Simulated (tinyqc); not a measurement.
Inside a calculation. Model: donor in an ellipsoidal valley (Kohn-Luttinger variational method). Computed by tinyqc, a small Python program that keeps every step. Command: `OMP_NUM_THREADS=1 python tinyqc.py 3005544 3005545 out.jsonl kohnlutt walk`. One thread of a shared host (Intel(R) Xeon(R) Processor @ 2.30GHz), about 0.03 s of CPU time with the checks. Intermediate numbers are printed to about 5 digits and carried at full precision; extremes and crossings named in words are read from the listed rows.

H = -(d^2/dx^2 + d^2/dy^2) - gamma d^2/dz^2 - 2/r in units built on m_t, with gamma = m_t/m_l and z along the valley axis. One valley; no valley-orbit or central-cell term.

Inputs (values chosen for the exercise, modelled on germanium):

| quantity | value | unit |
|---|---|---|
| transverse mass m_t | 0.0815 | m_0 |
| longitudinal mass m_l | 1.63 | m_0 |
| dielectric constant eps | 15.3 | - |
| trial ratio b/a | 0.69 | - |
| observed depth chosen for 1s | 11.3 | meV |

Constants: Ry = 13.605693123 eV; a_0 = 0.529177210903 angstrom; h x 1 THz = 4.135667696 meV.

## Effective units

Ry* = Ry m_t/eps^2, a* = a_0 eps/m_t, gamma = m_t/m_l.

Ry* = 4.7369 meV

a* = 99.342 angstrom

gamma = 0.05

## Energy at a trial ratio

Trial function exp(-sqrt((x^2 + y^2)/a^2 + z^2/b^2)) with beta = b/a < 1: E = t/a^2 - u/a, t = (2 + gamma/beta^2)/3, u = 2 arcsin(sqrt(1 - beta^2))/sqrt(1 - beta^2); the best a is 2 t/u and E(beta) = -u^2/(4 t).

t = 0.70167

u = 2.2362

best a = 0.62755 a*

E(beta) = -1.7817 Ry*

## Minimum over the ratio

Golden-section search on beta from 0.05 to 0.999, 60 steps.

Search, first ten steps; c and d are the inner points:

| step | low | high | c | E(c) (Ry*) | d | E(d) (Ry*) |
|---|---|---|---|---|---|---|
| 1 | 0.05000 | 0.99900 | 0.41249 | -2.0684 | 0.63651 | -1.8427 |
| 2 | 0.05000 | 0.63651 | 0.27403 | -2.0348 | 0.41249 | -2.0684 |
| 3 | 0.27403 | 0.63651 | 0.41249 | -2.0684 | 0.49806 | -1.9958 |
| 4 | 0.27403 | 0.49806 | 0.35960 | -2.0891 | 0.41249 | -2.0684 |
| 5 | 0.27403 | 0.41249 | 0.32691 | -2.0853 | 0.35960 | -2.0891 |
| 6 | 0.32691 | 0.41249 | 0.35960 | -2.0891 | 0.37980 | -2.0844 |
| 7 | 0.32691 | 0.37980 | 0.34712 | -2.0895 | 0.35960 | -2.0891 |
| 8 | 0.32691 | 0.35960 | 0.33940 | -2.0887 | 0.34712 | -2.0895 |
| 9 | 0.33940 | 0.35960 | 0.34712 | -2.0895 | 0.35188 | -2.0896 |
| 10 | 0.34712 | 0.35960 | 0.35188 | -2.0896 | 0.35483 | -2.0895 |

best beta = 0.35097

radius a of the 1s trial function = 61.543 angstrom

radius b of the 1s trial function = 21.599 angstrom

1s binding energy, trial function = 9.8985 meV

The envelope is flattened along the heavy axis; beta is close to gamma^(1/3) = 0.368.

## Levels from a Gaussian basis

Gaussian basis: g = P exp(-al (x^2 + y^2) - be z^2) with P = 1 (s-like), z (2p0) or x (2p+-); al = 0.004 x 2.6^k, k = 0..11, and be/al = 1, gamma^(-1/2) or 1/gamma (36 functions); 1/r = (2/sqrt(pi)) int exp(-t^2 r^2) dt by 48 Gauss-Legendre points after t = sqrt(al_i + al_j) tan(theta); overlap eigenvalues below 1e-10 are dropped.

1s binding energy, Gaussian basis = 9.9536 meV

2p0 binding energy = 4.8510 meV

2p+- binding energy = 1.7451 meV

The two-parameter trial function recovers 99.45 % of the 1s binding of the larger basis. 2p0, with its lobes along the heavy axis, is bound 2.78 times as strongly as 2p+-.

## Optical lines and the chemical shift

With an observed depth of 1s, the lines are 1s -> 2p0 = depth - E(2p0) and 1s -> 2p+- = depth - E(2p+-); the chemical shift is depth - E(1s, Gaussian basis); 1 meV = 1 THz/4.135667696.

line 1s -> 2p0 = 6.4490 meV

line 1s -> 2p+- = 9.5549 meV

chemical shift = 1.3464 meV

frequency of the line 1s -> 2p+- = 2.3104 THz

The spacing of the two lines, 3.106 meV, does not depend on the depth, so it is the same for every donor in this host.

## Which single mass stands for the valley

A hydrogenic level is Ry m/eps^2 for one mass m; errors are against the Gaussian basis.

1s binding energy:

| rule | mass (m_0) | binding (meV) | error (%) |
|---|---|---|---|
| transverse mass | 0.0815 | 4.737 | -52.41 |
| conductivity mass 3/(2/m_t + 1/m_l) | 0.1193 | 6.932 | -30.36 |
| density-of-states mass (m_t^2 m_l)^(1/3) | 0.2212 | 12.858 | 29.18 |
| longitudinal mass | 1.6300 | 94.738 | 851.79 |
| trial function with a and b | - | 9.898 | -0.55 |
| mass that fits 1s | 0.1713 | 9.954 | 0.00 |

The conductivity mass, which is what a spherical trial function (a = b) gives, falls short by 30.4 %, as a restricted variational bound must; the density-of-states mass is off by +29.2 %. The mass that fits lies between the two.

## Levels against anisotropy

The trial energy is minimised over beta by golden section from 0.05 to 0.999, 60 steps.

Binding energies (Ry*):

| gamma | 1s, trial | 1s, Gaussians | 2p0 | 2p+- |
|---|---|---|---|---|
| 0.013 | 2.5289 | 2.5571 | 1.5247 | 0.39808 |
| 0.025 | 2.3253 | 2.3450 | 1.2780 | 0.38536 |
| 0.050 | 2.0896 | 2.1013 | 1.0241 | 0.36840 |
| 0.075 | 1.9443 | 1.9522 | 0.8843 | 0.35667 |
| 0.140 | 1.7135 | 1.7173 | 0.6874 | 0.33588 |
| 0.370 | 1.3508 | 1.3514 | 0.4349 | 0.29696 |
| 0.740 | 1.1024 | 1.1024 | 0.2983 | 0.26483 |

As gamma falls from 0.74 to 0.013, 1s deepens from 1.102 to 2.557 Ry*, on the way from the hydrogen value 1 to the two-dimensional limit 4; 2p+- moves from 0.265 to 0.398 (limits 1/4 and 4/9), while 2p0 climbs from 0.298 to 1.525 and joins 1s as gamma tends to 0.

Checks made by the program: the Gaussian basis at gamma = 1 against 1, 1/4 and 1/4 Ry* (relative difference 3e-05); trial function against Gaussian basis (relative difference 6e-03).
